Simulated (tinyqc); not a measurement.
Inside a calculation. Model: kinetics of strain relaxation and threading dislocations in mismatched semiconductor layers. Computed by tinyqc, a small Python program that keeps every step. Command: `OMP_NUM_THREADS=1 python tinyqc.py 3031082 3031083 out.jsonl threading walk`. One thread of a shared host (Intel(R) Xeon(R) Processor @ 2.30GHz), about 0.01 s of CPU time with the checks. Intermediate numbers are printed to about 6 digits and carried at full precision; extremes and crossings named in words are read from the listed rows.

60-degree dislocations on {111} planes of a (001) layer, isotropic elasticity. The Schmid factor is 1/sqrt(6), and a misfit segment relieves strain with b/2.

Inputs (values chosen for the exercise, modelled on GaAs on Si):

| quantity | value | unit |
|---|---|---|
| misfit f | 0.044 | - |
| shear modulus G | 46.4 | GPa |
| Poisson ratio nu | 0.31 | - |
| Burgers vector b | 4 | angstrom |
| glide activation energy Q | 1.32 | eV |
| velocity prefactor v0 | 8000 | m/s per MPa |
| layer thickness h | 15 | nm |
| anneal temperature T | 596 | K |
| anneal time t | 110 | s |
| initial thread density rho_0 | 1.1e+06 | 1/cm^2 |
| multiplication constant delta | 9800 | 1/m |
| grading rate (misfit per thickness) R_f | 0.0011 | 1/micrometre |
| growth temperature of the buffer T_g | 885 | K |
| growth rate R_g | 0.67 | nm/s |
| reaction radius r_A | 32 | nm |
| final thickness of a thick uniform layer H | 0.92 | micrometre |
| aspect ratio of a trench | 2 | - |

Sources: fixed density of threads.

Constants: k_B = 8.617333262e-05 eV/K.

## Excess stress and glide velocity at the start

Excess resolved stress tau = (1/sqrt 6) [2 G (1 + nu)/(1 - nu)] (e - e_eq), e_eq = b (1 - nu/4) [ln(h/b) + 1]/(4 pi (1 + nu) h), the Matthews-Blakeslee strain of an uncapped layer; glide velocity v = v0 tau exp(-Q/(k_B T)), tau in MPa.

equilibrium strain e_eq = 0.00691041

excess stress tau = 2667.76 MPa

mobility v/tau = 5.51017e-08 m/s per MPa

initial velocity = 146.998 micrometre/s

The layer carries 6.4 times its equilibrium strain. In the anneal time a thread would run 16000 micrometre at this speed. Caution: at stresses above about 1 GPa the linear velocity law understates glide, as stress lowers the kink barrier. Caution: at such misfit the layer islands and relaxes during the first nanometres, so a uniform strained start is an idealisation.

## Relaxation in the anneal

Threads run in two directions, so de/dt = -(b/4) rho v, with rho fixed. With x = e - e_eq, x0 = f - e_eq (fully strained at t = 0) and v = m S x (m the mobility, S x = tau): x = x0 exp(-t/t_r), t_r = 4/(b rho_0 m S). The half time is that at which x = x0/2.

strain left e = 0.0298709

share of the excess strain relieved = 38.0946 %

thread density = 1.10e+06 1/cm^2

half time = 158.991 s

Relaxation is under way. The misfit lines laid down are 0.014 micrometre apart. Caution: blocking of threads by crossing misfit lines, left out here, leaves real layers with more strain.

## Anneal temperature

The formulas are those given above.

After the time t:

| T (K) | first velocity (micrometre/s) | relieved (%) | threads (1/cm^2) | half time (s) |
|---|---|---|---|---|
| 512 | 2.16800e+00 | 0.7048 | 1.10e+06 | 1.07802e+04 |
| 533 | 7.04668e+00 | 2.2727 | 1.10e+06 | 3.31665e+03 |
| 559 | 2.68230e+01 | 8.3787 | 1.10e+06 | 8.71318e+02 |
| 580 | 7.23430e+01 | 21.0227 | 1.10e+06 | 3.23064e+02 |
| 605 | 2.15455e+02 | 50.4850 | 1.10e+06 | 1.08475e+02 |
| 622 | 4.30415e+02 | 75.4430 | 1.10e+06 | 5.42997e+01 |
| 646 | 1.07458e+03 | 96.9973 | 1.10e+06 | 2.17494e+01 |
| 686 | 4.28257e+03 | 99.9999 | 1.10e+06 | 5.45733e+00 |

The half time follows exp(Q/(k_B T)), a decade for each 55 K near 605 K. Relief goes from 21 % at 580 K to 75.4 % at 622 K: with a fixed density the onset is gradual, and more threads relax the layer sooner. Caution: rows with more than 50 % relieved leave out blocking by crossing misfit lines, which slows real layers.

## Graded buffer

In steady grading, strain is fed at R_f R_g and relieved at (b/4) rho v. As a glide-limited estimate, the driving stress is taken as the mean stress of the strained top zone, whose depth z solves R_f z/2 = e_eq(z), with strain R_f z at the surface; tau_g = S R_f z/2 is its mean; then rho = 4 R_f R_g/(b m tau_g), m = v0 exp(-Q/(k_B T_g)), S = (1/sqrt 6) 2 G (1 + nu)/(1 - nu), e_eq(z) = b (1 - nu/4) [ln(z/b) + 1]/(4 pi (1 + nu) z).

depth z of the strained zone = 580.940 nm

stress tau_g = 22.9820 MPa

thread density of the buffer = 131.809 1/cm^2

buffer thickness f/R_f = 40 micrometre

Raising T_g by 50 K would lower this density by a factor 2.5: fast glide lets few threads do the work. Caution: real buffers seldom go below 1e5 /cm^2, as pile-ups and nucleation take over; this value is a lower bound.

## Thick uniform layer and trapping in a trench

A separate case, a thick relaxed layer. Pair reactions during growth: d rho/dh = -K rho^2 with K = 2 r_A tan(psi) and threads inclined by psi = 45 degrees (the <110> lines of {111} planes), so rho = 1/(K H) for a layer that starts with far more threads than that, as highly mismatched layers do. In a trench along [110] a thread on {111} rises at 54.74 degrees across the width, and leaves through the wall below the height w tan(54.74 degrees) = sqrt(2) w; the share of threads, evenly spread over the floor, that reach the top is max(0, 1 - a/sqrt 2) for the aspect ratio a.

thread density at H = 1.69837e+09 1/cm^2

share that reaches the top = 0

The trench traps all threads that cross it; those that run along it are not trapped. Thickness alone needs 1600 micrometre for 1e6 /cm^2.

Checks made by the program: strain against numerical integration (relative difference 1e-10).
